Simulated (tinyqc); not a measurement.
RHF in the sto-3g basis, for BeH2, spin multiplicity 1, step by step. One step of it, computed by the program tinyqc.

Question. Iteration 1: diagonalisation and new density. Diagonalise F' = X^T F X, C = X C', fill 3 alpha and 3 beta electrons from the bottom; D = 2 C_occ C_occ^T; the new density keeps 0.7 of the old one (damping). Each column has its largest component positive (the first on a tie).

Fock matrix F (hartree), order 1Be 1s, 1Be 2s, 1Be 2px, 1Be 2py, 1Be 2pz, 2H 1s, 3H 1s:
$$\begin{pmatrix}
-4.470318 & -1.280029 & 0.000000 & -0.000809 & -0.002027 & -0.274627 & -0.255281 \\
-1.280029 & -0.709437 & 0.000000 & -0.005058 & -0.019798 & -0.386609 & -0.372094 \\
0.000000 & 0.000000 & 0.215821 & 0.000000 & 0.000000 & 0.000000 & 0.000000 \\
-0.000809 & -0.005058 & 0.000000 & 0.010776 & -0.000710 & -0.215257 & 0.210171 \\
-0.002027 & -0.019798 & 0.000000 & -0.000710 & 0.212731 & -0.027231 & -0.026623 \\
-0.274627 & -0.386609 & 0.000000 & -0.215257 & -0.027231 & -0.236546 & -0.075058 \\
-0.255281 & -0.372094 & 0.000000 & 0.210171 & -0.026623 & -0.075058 & -0.224949
\end{pmatrix}$$

X, order 1Be 1s, 1Be 2s, 1Be 2px, 1Be 2py, 1Be 2pz, 2H 1s, 3H 1s:
$$\begin{pmatrix}
-0.026333 & -0.369233 & 0.843072 & 0.000000 & -0.409115 & 0.175130 & 0.190211 \\
0.110372 & 1.129001 & -0.115862 & 0.000000 & -0.078076 & 0.355490 & 0.389644 \\
0.000000 & 0.000000 & 0.000000 & 1.000000 & 0.000000 & 0.000000 & 0.000000 \\
1.250643 & -0.094765 & -0.002636 & 0.000000 & 0.001290 & -0.409758 & 0.369716 \\
0.013942 & 0.141324 & 0.458776 & 0.000000 & 0.880685 & 0.042019 & 0.045968 \\
-0.969334 & -0.651760 & -0.258843 & 0.000000 & 0.128686 & -0.046049 & 0.519579 \\
0.826405 & -0.786006 & -0.265022 & 0.000000 & 0.131524 & 0.523490 & 0.003176
\end{pmatrix}$$

D at the start, order 1Be 1s, 1Be 2s, 1Be 2px, 1Be 2py, 1Be 2pz, 2H 1s, 3H 1s:
$$\begin{pmatrix}
2.153174 & -0.519095 & 0.000000 & -0.000095 & 0.002778 & -0.029988 & -0.030794 \\
-0.519095 & 2.030038 & 0.000000 & 0.000605 & -0.006367 & 0.134820 & 0.135372 \\
0.000000 & 0.000000 & 0.000000 & 0.000000 & 0.000000 & 0.000000 & 0.000000 \\
-0.000095 & 0.000605 & 0.000000 & 0.003242 & 0.000004 & 0.038156 & -0.037760 \\
0.002778 & -0.006367 & 0.000000 & 0.000004 & 0.000065 & 0.004051 & 0.003984 \\
-0.029988 & 0.134820 & 0.000000 & 0.038156 & 0.004051 & 0.896241 & 0.009816 \\
-0.030794 & 0.135372 & 0.000000 & -0.037760 & 0.003984 & 0.009816 & 0.901127
\end{pmatrix}$$

overlap S, order 1Be 1s, 1Be 2s, 1Be 2px, 1Be 2py, 1Be 2pz, 2H 1s, 3H 1s:
$$\begin{pmatrix}
1.000000 & 0.259517 & 0.000000 & 0.000000 & 0.000000 & 0.052437 & 0.048751 \\
0.259517 & 1.000000 & 0.000000 & 0.000000 & 0.000000 & 0.409268 & 0.396504 \\
0.000000 & 0.000000 & 1.000000 & 0.000000 & 0.000000 & 0.000000 & 0.000000 \\
0.000000 & 0.000000 & 0.000000 & 1.000000 & 0.000000 & 0.483674 & -0.473065 \\
0.000000 & 0.000000 & 0.000000 & 0.000000 & 1.000000 & 0.059422 & 0.058101 \\
0.052437 & 0.409268 & 0.000000 & 0.483674 & 0.059422 & 1.000000 & 0.020412 \\
0.048751 & 0.396504 & 0.000000 & -0.473065 & 0.058101 & 0.020412 & 1.000000
\end{pmatrix}$$

Give: F' = X^T F X; orbital energies; coefficients C; D after iteration 1.

Answer.

F' = X^T F X (hartree):
$$\begin{pmatrix}
0.7239 & -0.0306 & 0.0301 & 0.0000 & -0.0121 & -0.0842 & 0.0872 \\
-0.0306 & 0.2010 & 0.5501 & 0.0000 & -0.2443 & 0.1333 & 0.1300 \\
0.0301 & 0.5501 & -2.7326 & 0.0000 & 1.5577 & -0.9420 & -1.0334 \\
0.0000 & 0.0000 & 0.0000 & 0.2158 & 0.0000 & 0.0000 & 0.0000 \\
-0.0121 & -0.2443 & 1.5577 & 0.0000 & -0.6160 & 0.5312 & 0.5830 \\
-0.0842 & 0.1333 & -0.9420 & 0.0000 & 0.5312 & -0.7091 & -0.5382 \\
0.0872 & 0.1300 & -1.0334 & 0.0000 & 0.5830 & -0.5382 & -0.8193
\end{pmatrix}$$

orbital energies (hartree): MO1 -4.4741, MO2 -0.4897, MO3 -0.2384, MO4 0.1973, MO5 0.2158, MO6 0.3119, MO7 0.7410

coefficients C, order 1Be 1s, 1Be 2s, 1Be 2px, 1Be 2py, 1Be 2pz, 2H 1s, 3H 1s:
$$\begin{pmatrix}
0.9912 & -0.2341 & -0.0022 & 0.0944 & 0.0000 & -0.1891 & -0.0049 \\
0.0329 & 0.6676 & 0.0120 & -0.4528 & 0.0000 & 0.9648 & 0.0411 \\
0.0000 & 0.0000 & 0.0000 & 0.0000 & 1.0000 & 0.0000 & 0.0000 \\
0.0002 & 0.0056 & -0.3907 & 0.0056 & 0.0000 & -0.0216 & 1.3132 \\
0.0008 & 0.0164 & 0.0001 & 0.8840 & 0.0000 & 0.4778 & 0.0069 \\
-0.0019 & 0.3449 & -0.4856 & 0.2888 & 0.0000 & -0.7199 & -0.8739 \\
-0.0021 & 0.3293 & 0.5021 & 0.2938 & 0.0000 & -0.7408 & 0.8165
\end{pmatrix}$$

D after iteration 1, order 1Be 1s, 1Be 2s, 1Be 2px, 1Be 2py, 1Be 2pz, 2H 1s, 3H 1s:
$$\begin{pmatrix}
2.1296 & -0.4376 & 0.0000 & -0.0002 & 0.0001 & -0.0700 & -0.0697 \\
-0.4376 & 1.6892 & 0.0000 & -0.0001 & 0.0021 & 0.2290 & 0.2302 \\
0.0000 & 0.0000 & 0.0000 & 0.0000 & 0.0000 & 0.0000 & 0.0000 \\
-0.0002 & -0.0001 & 0.0000 & 0.0939 & 0.0000 & 0.1417 & -0.1430 \\
0.0001 & 0.0021 & 0.0000 & 0.0000 & 0.0002 & 0.0062 & 0.0060 \\
-0.0700 & 0.2290 & 0.0000 & 0.1417 & 0.0062 & 0.8402 & -0.0713 \\
-0.0697 & 0.2302 & 0.0000 & -0.1430 & 0.0060 & -0.0713 & 0.8471
\end{pmatrix}$$
